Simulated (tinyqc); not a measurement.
Longitudinal sound in a periodic multilayer: transfer matrices, stop bands and folded phonons: one step, computed by the program tinyqc. Command: `OMP_NUM_THREADS=1 python tinyqc.py 3000363 3000364 out.jsonl multilayer walk`. One thread of a shared host (Intel(R) Xeon(R) Processor @ 2.30GHz), about 0.01 s of CPU time with the checks.

Layers 1 and 2 repeat with period d = d_1 + d_2; waves travel normal to the layers, without loss. State vector (u, s): displacement u and stress divided by omega. Impedances Z = rho v are in 1e6 kg/(m^2 s).

Question. Transfer matrix of one period. A layer maps (u, s) by [[cos p, sin p/Z], [-Z sin p, cos p]], p = 2 pi f d_i/v_i; one period is M = M_2 M_1, and cos(q d) = trace(M)/2.

Inputs (values chosen for the exercise, modelled on silica (layer 1), titanium nitride (layer 2) and gallium arsenide (substrate)): velocity v_1 = 5860 m/s; thickness d_1 = 29.7 nm; velocity v_2 = 10400 m/s; thickness d_2 = 88 nm; frequency f = 53.5 GHz.

Z_2 = 57.304

Z_1 = 12.8334

Give: phase p_1; phase p_2; M; trace(M)/2.

Answer.

phase p_1 = 1.704 rad

phase p_2 = 2.844 rad

M:
```
[[0.06169, -0.07452],
 [14.39, -1.170]]
```

trace(M)/2 = -0.5539

|trace/2| < 1: f lies in a pass band, with q d = 2.1579 rad (folded into 0 to pi).
